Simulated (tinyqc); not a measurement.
Trap density from one capacitance.

Inverse problem. Traps spread evenly through the insulator exchange electrons with the semiconductor by tunnelling, with tau(x) = t0 exp(2 ka x) at depth x from the interface. The admittance per area Y seen at depth x obeys dY/dx = -Y^2/(i w eps0 eox) + q Nb ln(1 + i w tau)/tau, with Y(0) = i w Cs and w = 2 pi f; the gate sees Y(tox) = G + i w C. Working variable y = Y/(i w), in uF/cm^2. Cox = eps0 eox/tox. Find Nb and G/w.

Values chosen for this exercise: relative permittivity of the insulator eox = 8.31; insulator thickness tox = 11 nm; semiconductor capacitance in accumulation Cs = 4.5 uF/cm^2; decay constant of the wave function in the insulator ka = 3.7 1/nm; time constant of a trap at the interface t0 = 5e-9 s; frequency f = 100 Hz.

Constants: q = 1.602176634e-19 C, eps0 = 8.8541878128e-14 F/cm where lengths are in cm. Results are converted to the units shown.

C = 0.58682754 uF/cm^2

Solution. C rises steadily with Nb, so one density matches; in practice ka and t0 must come from the frequency dependence.

Nb = 3.600e18 cm^-3 eV^-1
G/w = 8.980e-4 uF/cm^2

Numbers from tinyqc (`OMP_NUM_THREADS=1 python tinyqc.py 2202094 2202095 out.jsonl`; about 0.6 s on one thread of a shared Intel Xeon 2.30GHz).
